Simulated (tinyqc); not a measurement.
Inside a calculation. Method: lattice vibrations of a chain. Computed by tinyqc, a small Python program that keeps every step. Command: `OMP_NUM_THREADS=1 python tinyqc.py 20510 20511 out.jsonl` (the two numbers bound the seeds that draw the settings). One thread of a shared host (Intel(R) Xeon(R) Processor @ 2.60GHz), about 0.01 s of CPU time with the checks.

## Dynamical matrix at q = 0.3

A chain moving along its axis:
```
atom   mass (u)  spring to the next atom (eV/angstrom^2)
1     95.000000                                21.100000
2     47.800000                                27.300000
```

q is in units of 2 pi/a. A spring k from atom i to atom j, n cells on, adds k to Phi_ii and Phi_jj, -k exp(2 pi i q n) to Phi_ij and the conjugate to Phi_ji (for one atom a cell: 2k (1 - cos 2 pi q n)); D_ij = Phi_ij / sqrt(m_i m_j).

D(q) (eV/(angstrom^2 u)):
$$\begin{pmatrix}
0.509474 & -0.187927+0.385295i \\
-0.187927-0.385295i & 1.012552
\end{pmatrix}$$

## Frequencies

omega^2 are the eigenvalues; wavenumber = 521.4708 sqrt(eigenvalue) 1/cm.

eigenvalues: [0.263981, 1.258045]

wavenumbers (1/cm): [267.9, 584.9]

weights |e|^2 of the mass-weighted modes, order atom 1, atom 2:
$$\begin{pmatrix}
0.753041 & 0.246959 \\
0.246959 & 0.753041
\end{pmatrix}$$

## Dispersion and heat capacity

C/k_B per atom = mean over q = (j + 1/2)/80, j = 0..39 and all branches of y^2 e^y/(e^y - 1)^2, y = hc wavenumber / k_B T.

Wavenumbers (1/cm):
```
q           branch 1    branch 2
0.000000    0.000000  643.340740
0.062500   58.988155  640.630709
0.125000  117.182306  632.578545
0.187500  173.730932  619.439159
0.250000  227.626903  601.725271
0.312500  277.485038  580.421710
0.375000  320.971582  557.552286
0.437500  353.397858  537.584656
0.500000  366.210343  528.939782
```

Heat capacity:
```
T (K)  C/k_B per atom
20           0.048490
50           0.123584
100          0.260033
200          0.530391
300          0.713979
600          0.909355
1200         0.975773
```

zero-point energy per atom = 25.081952 meV
